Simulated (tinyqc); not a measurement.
Two-band k.p model of the Delta valleys near the X point under shear strain, step by step. Values are carried at full precision from step to step, so a last printed digit may differ when a step is redone from the rounded ones.

Constants: hbar^2/2m0 = 3.80998211 eV angstrom^2.

Parameters, chosen for this exercise (near those of Si; not measured data):
```
symbol  value                   unit        meaning
a       5.442                   angstrom    lattice constant
ml      0.939                   m0          longitudinal mass
mt      0.189                   m0          transverse mass
kx0     0.151                   2 pi/a      distance of the minimum from X
D       14.5                    eV          shear deformation potential
Mp      0.244                   m0          coupling mass
exy     0.0011                              shear strain
k       (-0.036, 0.026, 0.247)  1/angstrom  wave vector from X
```

## Scales

k0 = kx0 2 pi/a; Delta = 2 c k0^2/ml with c = hbar^2/2m0, half the splitting of the two bands at k0; eta = D exy/Delta measures the shear coupling against it.

k0 = 0.17434 1/angstrom
Delta = 0.24665 eV
eta = 0.0647
splitting of the two bands at X, 2 |D exy| = 0.0319 eV

## The Hamiltonian at one k

Valley pair on the [001] axis, kz counted from the X point, c = hbar^2/2m0, k0 = kx0 2 pi/a. H = (c kz^2/ml + c (kx^2 + ky^2)/mt + c k0^2/ml) 1 + (2 c k0 kz/ml) sigma_z + (D exy - 2 c kx ky/Mp) sigma_x, so E = c kz^2/ml + c (kx^2 + ky^2)/mt + c k0^2/ml -/+ sqrt((2 c k0 kz/ml)^2 + (D exy - 2 c kx ky/Mp)^2). Without strain the lower band has its minima, E = 0, at kz = +/- k0. Shifts from diagonal strain are left out.

Fill in the 2 x 2 matrix (sigma_z diagonal) and give its levels.

H(k) (eV):
```
        1       2
1  0.7601  0.0452
2  0.0452  0.0612
```

levels (eV): 0.0583  0.7630

## Position, depth and masses of the minimum

For |eta| < 1: k_min = k0 sqrt(1 - eta^2), E_min = -Delta eta^2/2, ml(eta) = ml/(1 - eta^2), 1/m[110] = 1/mt + eta/Mp, 1/m[1-10] = 1/mt - eta/Mp. For |eta| > 1 the minimum sits at X: E_min = -Delta (2 |eta| - 1)/2, ml(eta) = ml/(1 - 1/|eta|), and eta is replaced by its sign in the transverse masses.

k_min = 0.1740 1/angstrom
E_min = -0.52 meV
ml(eta) = 0.943 m0

masses along [110] and [1-10] (m0): 0.1800  0.1990

The minimum has moved 0.2 % of the way to X; electrons are lighter along [110] (-4.8 % against mt) and heavier across (+5.3 %).

## The two bands along kz

kx = ky = 0, kz from 0 to 1.6 k0 in steps of 0.2 k0, with and without the strain.

Levels (eV):
```
kz/k0  kz (1/angstrom)    lower   upper  lower, no strain  upper, no strain
0.0             0.0000   0.1074  0.1393            0.1233            0.1233
0.2             0.0349   0.0764  0.1801            0.0789            0.1776
0.4             0.0697   0.0431  0.2430            0.0444            0.2417
0.6             0.1046   0.0189  0.3166            0.0197            0.3157
0.8             0.1395   0.0043  0.4002            0.0049            0.3996
1.0             0.1743  -0.0005  0.4938            0.0000            0.4933
1.2             0.2092   0.0045  0.5973            0.0049            0.5969
1.4             0.2441   0.0194  0.7107            0.0197            0.7104
1.6             0.2789   0.0441  0.8340            0.0444            0.8337
```

## Checks

- Depth of the minimum by numerical search against the closed form (eV): both -0.000516.
- Mass along [110] by finite differences against the closed form: both 0.1800.

tinyqc: `OMP_NUM_THREADS=1 python tinyqc.py 1051489 1051490 out.jsonl`; about 0.01 s, one thread, shared Intel(R) Xeon(R) Processor @ 2.30GHz.
